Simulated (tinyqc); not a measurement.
Temperature and isotope dependence of a band gap in oscillator models: sweeps and comparisons. A value that a table varies takes the place of the one given here.

E(T) = E0 - sum_i sl_i th_i n_i(T), n = 1/(exp(th/T) - 1). The same coupling lowers the gap at 0 K by the zero-point term ZP = sum_i sl_i th_i/2, so the gap of the static lattice is E0 + ZP. Thermal expansion is taken as part of the slopes.

Two-parameter forms are made to pass through the falls at the two temperatures T12: Varshni aV T^2/(T + bV), from the line T^2/fall = (T + bV)/aV; one oscillator s1 t1/(exp(t1/T) - 1), with t1 from the ratio of the falls.

Constants: kB = 8.617333262e-05 eV/K; hbar^2/2m0 = 3.80998211 eV angstrom^2.

Values chosen for the exercise (near those of Si; the results hold for these values, not for the real material): E0 = 1.159 eV (gap at 0 K); th = (124, 442) K (temperatures of two oscillators); sl = (0.1088, 0.2112) meV/K (their high-temperature slopes); T12 = (260, 530) K (temperatures of the fits); mm = 1.08 m0 (geometric mean of the density-of-states masses); T = 77 K (temperature).

## How far the fits carry

Falls of the gap from E0, and errors of the two fits against the model.

Results:

| T (K) | fall (meV) | Varshni - model (meV) | one oscillator - model (meV) | fall/ZP |
|---|---|---|---|---|
| 20 | 0.03 | 0.40 | -0.03 | 0.001 |
| 50 | 1.25 | 1.20 | -1.02 | 0.023 |
| 100 | 6.63 | 2.05 | -1.81 | 0.124 |
| 200 | 27.21 | 1.04 | -0.50 | 0.509 |
| 300 | 54.11 | -0.53 | 0.18 | 1.013 |
| 400 | 83.35 | -1.03 | 0.29 | 1.560 |
| 600 | 144.49 | 1.19 | -0.27 | 2.705 |
| 800 | 207.03 | 6.40 | -1.26 | 3.875 |

What can be read from the table?

Below the first fit point the largest errors are +2.05 meV (Varshni, 100 K, on a fall of 6.63 meV) and -1.81 meV (one oscillator, 100 K); a T^2 law cannot freeze out; a single oscillator misses the soft modes. At 800 K, beyond the second fit point, they are +6.4 and -1.3 meV, so the oscillator extrapolates better here. The thermal fall equals ZP between 200 and 300 K.

## What the shift does to the intrinsic density

ni = 2 (mm kT/(4 pi c))^(3/2) exp(-E/2kT), c = hbar^2/2m0, with E(T) and with E0; 1 angstrom^-3 = 1e24 cm^-3. Apparent gap from an Arrhenius plot of ni/T^(3/2): E(T) - T dE/dT, dE/dT = -sum sl_i (th_i/T)^2 n_i (1 + n_i).

Results:

| T (K) | E(T) (eV) | ni (cm^-3) | ni with E(T) / ni with E0 | apparent gap (eV) |
|---|---|---|---|---|
| 200 | 1.1318 | 8.43e+04 | 2.202 | 1.1814 |
| 250 | 1.1188 | 1.13e+08 | 2.543 | 1.1864 |
| 300 | 1.1049 | 1.48e+10 | 2.848 | 1.1901 |
| 350 | 1.0905 | 5.00e+11 | 3.116 | 1.1930 |
| 400 | 1.0756 | 7.26e+12 | 3.350 | 1.1952 |
| 500 | 1.0454 | 3.27e+14 | 3.739 | 1.1985 |
| 700 | 0.9833 | 2.90e+16 | 4.289 | 1.2023 |

What does this show, and why?

Using E0 in place of E(T) understates ni by a factor that rises from 2.20 to 4.29, towards exp(sum sl/2kB) = 6.4. The slope of an Arrhenius plot returns neither E(T) nor E0 but the intercept of the tangent, 1.1901 eV at 300 K, which lies 31 meV above E0 and tends to the static gap 1.2124 eV.

## What each parameter does

Gap at T, slope -sum sl_i (th_i/T)^2 n_i (1 + n_i) and ZP. Each row changes one parameter from the base and keeps the others.

Results:

| case | E(T) (eV) | dE/dT (meV/K) | ZP (meV) |
|---|---|---|---|
| base | 1.1553 | -0.1106 | 53.42 |
| T = 117 K | 1.1497 | -0.1714 | 53.42 |
| E0 = 1.169 eV | 1.1653 | -0.1106 | 53.42 |
| th = (124, 530) K | 1.1555 | -0.0983 | 62.71 |
| sl = (0.1414, 0.2112) meV/K | 1.1543 | -0.1369 | 55.44 |

How do the results move?

The largest shifts from the base row, up to three for each result and ties (the steps differ in size, so this ranks the rows, not the parameters). E(T) (eV): E0 +0.0100, T -0.0057, sl -0.0010. dE/dT (meV/K): T -0.0608, sl -0.0264, th +0.0122; unchanged at the printed digits by E0. ZP (meV): th +9.29, sl +2.02; unchanged at the printed digits by T and E0.

tinyqc: `OMP_NUM_THREADS=1 python tinyqc.py 1850592 1850593 out.jsonl`; about 0.01 s, one thread, shared Intel(R) Xeon(R) Processor @ 2.30GHz.
